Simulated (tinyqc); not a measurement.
Forward curve with series resistance: current of a Schottky diode by thermionic-emission-diffusion theory, and its read-back from I-V-T and C-V data. Computed by tinyqc, a small Python program. Command: `OMP_NUM_THREADS=1 python tinyqc.py 3013254 3013255 out.jsonl schottky walk`. One thread of a shared host (Intel(R) Xeon(R) Processor @ 2.30GHz), about 0.01 s of CPU time with the checks.

Full ionisation, no tunnelling, no recombination current. V is the voltage across the junction itself, forward positive.

Inputs (values chosen for the exercise, modelled on n-type amorphous oxide):
```
quantity                                     value           unit
Richardson constant A*                        39.2   A/(cm^2 K^2)
effective density of states at 300 K, N_c  5.2e+18         1/cm^3
permittivity eps                                10              -
mobility mu                                     11     cm^2/(V s)
barrier without image force phi_0 (mean)     0.735             eV
doping N                                   3.2e+15         1/cm^3
series resistance R_s                         0.19  milliohm cm^2
junction voltage V                            0.34              V
temperature T                                  250              K
standard deviation sigma                       110            meV
relative change of sigma^2 with bias, rho     0.72            1/V
```

Barrier: Gaussian spread of heights.

Constants: k_B = 8.617333262e-05 eV/K; e = 1.602176634e-19 C; eps_0 = 8.8541878128e-12 F/m.

Method:
- N_c(T) = N_c (T/300 K)^(3/2); V_bi = phi_0 - (k_B T/e) ln(N_c(T)/N); surface field F = sqrt(2 e N (V_bi - V - k_B T/e)/(eps eps_0)); image lowering d_phi = sqrt(e F/(4 pi eps eps_0)); effective barrier phi = phi_0 - d_phi - sigma^2 (1 - rho V)/(2 k_B T).
- Collection velocity v_R = A* T^2/(e N_c(T)); diffusion velocity v_D = mu F; J = e N_c(T) v_R/(1 + v_R/v_D) exp(-phi/k_B T) [exp(e V/k_B T) - 1].
- Terminal voltage V + J R_s; apparent ideality from neighbouring rows, (e/k_B T) dV_terminal/d ln J.

built-in voltage V_bi = 0.581616 V

Forward curve; the last column belongs to the interval up to the next row:
```
V (V)  J (A/cm^2)  terminal voltage (V)  apparent n
0.135  3.4505e-02                0.1350       1.313
0.187  2.1711e-01                0.1870       1.328
0.239  1.3470e+00                0.2393       1.369
0.292  8.5064e+00                0.2936       1.561
0.344  5.0642e+01                0.3536       2.593
0.396  2.9055e+02                0.4512       8.238
0.449  1.6122e+03                0.7553      35.240
0.501  7.4594e+03                1.9183           -
```

What does the comparison show, and why?

The resistance takes over where J R_s exceeds k_B T/e, at J = 113 A/cm^2; the apparent ideality climbs from 1.31 to 35.2, so barrier and n must be read below that current. Rows where the resistance drops more than 1 V are formal, since self-heating is left out. Caution: the current comes from the far low tail of the Gaussian, where pinch-off of small patches makes the formula unreliable.
